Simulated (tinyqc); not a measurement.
Length of a polyene: Hueckel, PPP and singles CI along the polyenes. Computed by the program tinyqc. 

All-trans chains of carbon centres 1.40 angstrom apart:
```
parameter                               value
beta (eV), times 1 +/- alternation  -2.250000
alternation                          0.100000
W (eV)                              11.160000
gamma_rr (eV)                       11.030000
repulsion formula                        Ohno
```

Hueckel uses the same beta without repulsion; CIS keeps all single excitations and so misses the low, doubly excited 2Ag state. W is the valence ionisation energy of a centre, MN the Mataga-Nishimoto formula, f the oscillator strength.

Gaps and excitations (eV):
```
centres  Hueckel gap  PPP orbital gap  bright singlet (CIS)      f  lowest triplet (CIS)
2              4.950           12.472                 6.704  0.575                 3.196
4              3.323           10.112                 5.325  1.041                 2.359
6              2.580            8.935                 4.525  1.435                 1.965
8              2.160            8.249                 4.021  1.785                 1.757
10             1.893            7.811                 3.682  2.105                 1.635
12             1.708            7.513                 3.444  2.408                 1.559
14             1.575            7.302                 3.271  2.700                 1.508
```

The Hueckel gap tends to 4 x alternation x |beta| = 0.90 eV for long chains. Exchange opens the PPP orbital gap, and the attraction of electron and hole brings the bright state 4.03 eV below it at 14 centres; the triplet lies 1.76 eV lower still.
